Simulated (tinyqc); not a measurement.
# Landau-Devonshire theory of a uniaxial ferroelectric, step by step

A worked calculation. Computed by tinyqc, a small Python program that keeps every step. Command: `OMP_NUM_THREADS=1 python tinyqc.py 3024832 3024833 out.jsonl ferro walk`. One thread of a shared host (Intel(R) Xeon(R) Processor @ 2.30GHz), about 0.01 s of CPU time with the checks. Intermediate numbers are printed to about 6 digits and carried at full precision; extremes and crossings named in words are read from the listed rows.

G(P) = (alpha/2) P^2 + (beta*/4) P^4 + (gamma/6) P^6 - E P per volume, SI units, one domain, P along the polar axis, which is normal to the film.

Inputs (values chosen for the exercise, modelled on barium titanate):
```
quantity,value,unit
alpha_0,676000,J m/(C^2 K)
Curie-Weiss temperature T0,381,K
beta,-8e+08,J m^5/C^4
gamma,1.6e+10,J m^9/C^6
temperature T,347,K
misfit strain u_m,-0.012,-
electrostriction Q12,-0.043,m^4/C^2
compliance s11 + s12,5.6e-12,m^2/N
applied field E,28,MV/m
film thickness d,5.8,nm
screening length lambda,0.019,nm
background permittivity eps_b,8,-
gradient coefficient g,8.4e-11,J m^3/C^2
series capacitance C_d,6.9,microfarad/cm^2
start of Newton steps P0/Ps,1,-
```

Sample: epitaxial film.

Constants: eps_0 = 8.8541878128e-12 F/m.

## Coefficients at T

alpha = alpha_0 (T - T0*), with clamping: T0* = T0 + 4 Q12 u_m/(alpha_0 (s11 + s12)), beta* = beta + 4 Q12^2/(s11 + s12).

T0* = 926.224 K

alpha = -3.91555e+08 J m/C^2

beta* = 5.20714e+08 J m^5/C^4

Compression raises T0 by 545 K. beta* > 0: the transition is of second order, although the free crystal has a first-order one. Caution: a shift of T0 this large is beyond the range where constant coefficients hold.

## Spontaneous polarisation, susceptibility, coercive field

Ps^2 = [-beta* + sqrt(beta*^2 - 4 alpha gamma)]/(2 gamma). chi = 1/(eps_0 G''), G'' = alpha + 3 beta* P^2 + 5 gamma P^4 at Ps. Ps, chi and the coercive field are for perfect screening, without a depolarising field. The intrinsic coercive field is |alpha P + beta* P^3 + gamma P^5| at the P_c where G'' = 0. 1 C/m^2 = 100 microcoulomb/cm^2.

spontaneous polarisation Ps = 37.5510 microcoulomb/cm^2

susceptibility chi = 79.5710

well depth G(Ps) = -17.5413 MJ/m^3

P_c = 24.6728 microcoulomb/cm^2

intrinsic coercive field = 74.1579 MV/m

P_c/Ps = 0.657, above the 0.577 of a quartic well, as the sixth-order term matters. Real switching runs by domain nucleation at far lower fields. Caution: far below T0* the expansion with linear alpha(T) is only a fit.

## Polarisation in the field by Newton steps

Solve G'(P) = alpha P + beta* P^3 + gamma P^5 - E = 0 by P(new) = P - G'/G'' from P0; stop when the step is below 1e-11 C/m^2 (G' under 1e-6 MV/m is shown as 0).

Newton steps:
```
step,P (microcoulomb/cm^2),G' (MV/m),G'' (MJ m/C^2)
1,37.5510,-2.80000e+01,1419.37
2,39.5237,3.70699e+00,1804.65
3,39.3183,4.40665e-02,1761.85
4,39.3158,6.46773e-06,1761.34
5,39.3158,0,1761.34
```

P at the end of the steps = 39.3158 microcoulomb/cm^2

1/(eps_0 G'') there = 64.1223

The linear estimate Ps + eps_0 chi E gives 39.524; the field lowers chi by 19.4 %.

## The 180-degree wall

With the term (g/2) (dP/dx)^2, (g/2) P'^2 = G(P) - G(Ps) across the wall: energy = int_(-Ps)^(Ps) sqrt(2 g [G(P) - G(Ps)]) dP (40 Gauss-Legendre points); width = 2 Ps over the slope at P = 0, sqrt(2 |G(Ps)|/g). Elastic coupling inside the wall is left out.

wall energy = 28.2907 mJ/m^2

wall width = 1.16210 nm

## A capacitor with imperfect screening

Between shorted electrodes with screening length lambda each, the depolarising field is -k P, k = 2 lambda/(eps_0 (d + 2 lambda eps_b)), so alpha turns into alpha + k. The polar state is the lowest uniform state while alpha + k < 0 (beta* > 0) or < 3 beta*^2/(16 gamma) (beta* < 0); setting the equality gives the critical thickness d_c.

depolarising coefficient k = 7.03105e+08 J m/C^2

polarisation of the film = 0 microcoulomb/cm^2

size of the depolarising field = 0 MV/m

critical thickness d_c = 10.6568 nm

The film is thinner than d_c, so the uniform polar state is not the lowest one; a real film may break into domains or be non-polar.

## Thickness series

Domains are left out, though they can pre-empt both the loss of P and the state at P = 0. The second and third columns are for the shorted capacitor, polar only where it is the lowest uniform state: alpha + k < 0 (beta* > 0) or < 3 beta*^2/(16 gamma) (beta* < 0). The last column is another circuit, the film in series with C_d at P = 0: 1/C = (alpha d)/(1 + alpha eps_0 eps_b) + 1/C_d, and P = 0 is locally stable while 1/C > 0; a dash marks the rest.

Against thickness:
```
d (nm),P (microcoulomb/cm^2),depolarising field (MV/m),C of the stack / C_d
1,0.0000,0.0000,1.02858
2,0.0000,0.0000,1.05885
3,0.0000,0.0000,1.09095
5,0.0000,0.0000,1.16136
8,0.0000,0.0000,1.28585
15,26.1990,73.4708,1.71474
30,33.1309,46.9211,6.01110
60,35.5200,25.2791,-
150,36.7734,10.5002,-
```

The polar state appears between 8 and 15 nm (d_c = 10.7 nm), and at 150 nm P is 97.9 % of Ps. The stack exceeds C_d wherever it is stable, up to 6.01 times: the ferroelectric held at P = 0 acts as a negative capacitance.

Checks made by the program: Ps against a numerical root of G'(P)/P (relative difference below 1e-10).
